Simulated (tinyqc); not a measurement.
Kane-Mele model of a buckled honeycomb layer in a normal field: one step. Invariants. Two cases, with inputs chosen for the exercise.

Question. C(up) and C(down) are the sums over valleys; spin Chern number (C(up) - C(down))/2; valley number, the sum for tau = +1 less that for tau = -1; Z2 index |C(up)| mod 2; critical field lam/b.

Sublattices A and B lie at +/-b, so the field gives them the energies +/-D, D = e b Ez (in eV for b in angstrom and Ez in V/angstrom); 2 lam is the gap at zero field. Near the valleys tau = +/-1, for spin sz = +/-1: H = hbar v (tau qx sx + qy sy) + m sz_AB with m = D - tau sz lam, hbar v = (sqrt3/2) a t. On the lattice the spin-orbit term is the second-neighbour hopping i (lam/3 sqrt3) nu sz, nu = +/-1 by the sense of the turn. The filled band of one cone contributes tau sign(m)/2 to the Chern number, in the sense Omega = curl of i<u|grad u>. Rashba terms are left out.

Case 1.

Values chosen: lam = 0.21 eV (spin-orbit half gap); b = 0.32 angstrom (half the buckling height).

Flavours:

| tau | sz | m (meV) | gap (meV) | mass (m0) | share of C |
|---|---|---|---|---|---|
| 1 | 1 | 270.00000 | 540.00000 | 0.2753239 | 0.500 |
| 1 | -1 | 690.00000 | 1380.00000 | 0.7036054 | 0.500 |
| -1 | 1 | 690.00000 | 1380.00000 | 0.7036054 | -0.500 |
| -1 | -1 | 270.00000 | 540.00000 | 0.2753239 | -0.500 |

Case 2.

Values chosen (out of a larger set: of the size used for stanene; not measured data): lam = 0.12 eV (spin-orbit half gap); b = 0.37 angstrom (half the buckling height).

Flavours:

| tau | sz | m (meV) | gap (meV) | mass (m0) | share of C |
|---|---|---|---|---|---|
| 1 | 1 | -102.98000 | 205.96000 | 0.0278326 | -0.500 |
| 1 | -1 | 137.02000 | 274.04000 | 0.0370326 | 0.500 |
| -1 | 1 | 137.02000 | 274.04000 | 0.0370326 | -0.500 |
| -1 | -1 | -102.98000 | 205.96000 | 0.0278326 | 0.500 |

Give: C(up), C(down); spin Chern number; valley number; Z2; critical field.

Answer.

Case 1.

C(up), C(down): 0  0

spin Chern number = 0
valley number = 2
Z2 = 0
critical field = 0.6562 V/angstrom

|D| > lam: all masses share the sign of D, a band insulator with valley Hall response.

Case 2.

C(up), C(down): -1  1

spin Chern number = -1
valley number = 0
Z2 = 1
critical field = 0.3243 V/angstrom

|D| < lam: the masses of one spin have opposite signs in the two valleys, a quantum spin Hall insulator.

Computed by tinyqc, one run a case: `OMP_NUM_THREADS=1 python tinyqc.py N N+1 out.jsonl` with N = 1480105, 1480245; one thread of a shared Intel(R) Xeon(R) Processor @ 2.30GHz, about 0.2 s a run at most.
